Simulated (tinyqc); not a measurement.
Inside a calculation. Method: Hubbard ring of 4 sites. One step of it, computed by the program tinyqc.

Question. Mean-field iteration 1. H(up) = T + U n(down), H(down) = T + U n(up); fill the lowest levels; n(new) = n + mixing (n(out) - n); E = tr T (rho up + rho down) + U sum n_up n_down of the output.

one-body matrix (hopping and site energies) (eV), lower triangle:
```
           1          2          3          4
1  -0.070000
2  -1.440000  -0.790000
3   0.000000  -1.440000  -0.010000
4  -1.440000   0.000000  -1.440000  -0.140000
```

U = 8.200000 eV

electrons, up and down: 2  2

mixing = 1

n(up) at the start (a guess, not normalised): 1 0.950000, 2 0.050000, 3 0.950000, 4 0.050000

n(down) at the start (a guess): 1 0.050000, 2 0.950000, 3 0.050000, 4 0.950000

Give: levels, up; levels, down; energy; n(up) after iteration 1; n(down) after iteration 1.

Answer.

levels, up (eV): -0.6700  0.3708  7.2430  8.4462

levels, down (eV): -1.0944  0.0356  7.7492  8.6997

energy = -2.9156 eV

n(up) after iteration 1: 1 0.9427, 2 0.0624, 3 0.9419, 4 0.0530

n(down) after iteration 1: 1 0.0494, 2 0.9546, 3 0.0487, 4 0.9473
